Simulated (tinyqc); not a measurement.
# Threshold of a short bulk MOSFET: charge sharing, barrier lowering, narrow width, step by step

Numbers from tinyqc (`OMP_NUM_THREADS=1 python tinyqc.py 2002170 2002171 out.jsonl`; about 0.01 s on one thread of a shared Intel Xeon 2.30GHz). Printed values are rounded.

n-channel device on a p-type body, depletion approximation, full ionisation. Uniform doping N = Na. Vbi from Boltzmann statistics is rough for the degenerate source. Cox = eps0 eox/tox.

Values chosen for this exercise; band and dielectric values close to those of silicon: temperature T = 300 K; band gap Eg = 1.12 eV; relative permittivity eps_r = 11.6; conduction-band density of states at T Nc = 2.85e19 cm^-3; valence-band density of states at T Nv = 2.69e19 cm^-3; relative permittivity of the gate insulator (close to zirconium oxide) eox = 24.9; insulator thickness tox = 12 nm; channel doping Na = 1e17 cm^-3; source and drain doping Nsd = 1e20 cm^-3; flat-band voltage for the doping Na Vfb = -0.83 V; junction depth xj = 72 nm; body-source voltage Vbs = -0.5 V; drain-source voltage Vds = 0.5 V; gate width W = 520 nm; shape factor of the fringing depletion at the width edges xw = 1.5708; channel length L = 290 nm.

Constants: q = 1.602176634e-19 C, kB = 1.380649e-23 J/K, Vt = kB T/q, eps0 = 8.8541878128e-14 F/cm where lengths are in cm. Results are converted to the units shown.

## Long-channel threshold and scales

ni = sqrt(Nc Nv) exp(-Eg/(2 Vt)), Eg in volts; 2 pB = 2 Vt ln(N/ni); flat band Vfb - Vt ln(N/Na); Wd = sqrt(2 eps0 eps_r (2 pB - Vbs)/(q N)); body term q N Wd/Cox; long-channel VT0 = flat band + 2 pB + body term; Vbi = Vt ln(N Nsd/ni^2); scale length l = sqrt((eps_r/eox) tox Wd).

N = 1e17 cm^-3
2 pB = 0.829237 V
flat band = -0.83 V
Wd = 130.546 nm
body term = 0.113843 V
VT0 = 0.113081 V
Vbi = 1.00782 V
l = 27.0148 nm

## Short-channel and narrow-width shifts

Charge sharing (trapezoid; it ignores Vds): F = (xj/L)(sqrt(1 + 2 Wd/xj) - 1), lowering = body term times F. Barrier lowering: th = exp(-L/(2 l)) + 2 exp(-L/l), lowering = th [2 (Vbi - 2 pB) + Vds], DIBL = th. Narrow width: rise = body term times xw Wd/W. VT by each model = VT0 - lowering + rise.

F = 0.285736
lowering by charge sharing = 32.5291 mV
th = 0.00470969
lowering of the barrier = 4.03695 mV
DIBL = 4.70969 mV/V
narrow-width rise = 44.8942 mV
VT, charge sharing = 0.125446 V
VT, barrier lowering = 0.153938 V

L is 10.7 scale lengths. The charge-sharing lowering is 8.06 times the barrier lowering; the first falls off as 1/L and the second exponentially. Both describe the same loss of gate control, so they are alternatives and are not added.
